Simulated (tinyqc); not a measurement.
Undoped symmetric double-gate MOSFET, analytic potential model: effect of the temperature.

An undoped body of thickness ts between two equal insulators and tied gates; long channel, electrons only, n = ni exp((psi - V)/Vt) with V the quasi-Fermi potential (0 at the source, Vd at the drain), constant mobility, no quantisation. Across the body psi(x) = V - 2 Vt ln[(ts/(2 beta)) sqrt(q ni/(2 eps0 eps_r Vt)) cos(2 beta x/ts)], x from the centre. Q is the electron charge per area of the whole body.

Nc and Nv are given at 300 K and scale as (T/300 K)^1.5; Eg and mu are held fixed. ni = sqrt(Nc Nv) exp(-Eg/(2 Vt)), Eg in volts; r = eps_r tox/(eox ts); V0 = dphi + 2 Vt ln[(2/ts) sqrt(2 eps0 eps_r Vt/(q ni))]. beta (between 0 and pi/2) solves (Vg - V0 - V)/(2 Vt) = ln(beta) - ln(cos beta) + 2 r beta tan(beta). Q = 8 eps0 eps_r Vt beta tan(beta)/ts; I = mu (1/L)(4 eps0 eps_r/ts)(2 Vt)^2 [g(beta_s) - g(beta_d)] per width, g = beta tan(beta) - beta^2/2 + r beta^2 tan^2(beta), with beta_s at V = 0 and beta_d at V = Vd.  I(low) is taken at Vg = -0.13 V, Qs and I(high) at Vg = 0.62 V.

Parameters, values chosen for the exercise; material values close to those of germanium:
- Eg = 0.664 eV (band gap)
- eps_r = 16.1 (relative permittivity of the semiconductor)
- Nc = 1.06e19 cm^-3 (conduction-band density of states at the reference temperature)
- Nv = 5.94e18 cm^-3 (valence-band density of states at the reference temperature)
- eox = 23.9 (relative permittivity of the gate insulator)
- tox = 9.5 nm (insulator thickness)
- ts = 6 nm (body thickness)
- dphi = -0.2 V (gate work function less that of the intrinsic body)
- mu = 700 cm^2/(V s) (channel mobility)
- L = 0.1 um (gate length)
- Vd = 1 V (drain voltage)

Constants: q = 1.602176634e-19 C, kB = 1.380649e-23 J/K, Vt = kB T/q, eps0 = 8.8541878128e-14 F/cm where lengths are in cm. Results are converted to the units shown.

Effect of the temperature:
```
T (K)	V0 (V)	I(low) (nA/um)	Qs(high) (nC/cm^2)	I(high) (uA/um)
220	0.1266	0.06329	1911	3293
250	0.1245	0.4575	1905	3322
280	0.1222	2.235	1902	3359
310	0.1198	8.243	1902	3404
340	0.1173	24.66	1903	3454
370	0.1146	62.88	1906	3510
400	0.1119	141.4	1911	3571
430	0.1090	287.4	1918	3636
```

As T goes from 220 to 430 K, I(low) rises from 0.0633 to 287 nA/um and I(high) rises from 3290 to 3640 uA/um. V0 falls from 0.127 to 0.109 V. In every row the surface density at the source at the higher gate voltage passes 0.3 Nc, where Boltzmann statistics fail. In every row mu V/L at the higher gate voltage, with V the smaller of Vd and Vg - V0, passes 3e6 cm/s, so velocity saturation would lower the current. In every row the mobility is held fixed, though a real one changes with T. In every row the body is thin enough for quantum confinement, left out here, to raise the threshold.

Program tinyqc, `OMP_NUM_THREADS=1 python tinyqc.py 2440017 2440018 out.jsonl`; Intel Xeon 2.30GHz, shared host, one thread, about 0.01 s.
